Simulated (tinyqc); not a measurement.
Cell and bit-line capacitance from two signals.

Question. In a DRAM a freshly written one gives the bit-line signal (Vd/2) Cs/(Cs + Cb). Find Cs and Cb.

Inputs (values chosen for the exercise):
```
symbol  value  unit        meaning
Vd        1.2     V  array voltage
```

signal of a fresh one without and with 30 fF added to the bit line (mV): 158.82353  84.375000

Answer. (Vd/2)/signal = 1 + Cb/Cs, and the added capacitance raises it by its ratio to Cs.

Cs = 9.000 fF
Cb = 25.00 fF

tinyqc, about 0.01 s, one thread, Intel Xeon 2.30GHz (shared host): `OMP_NUM_THREADS=1 python tinyqc.py 2130142 2130143 out.jsonl`
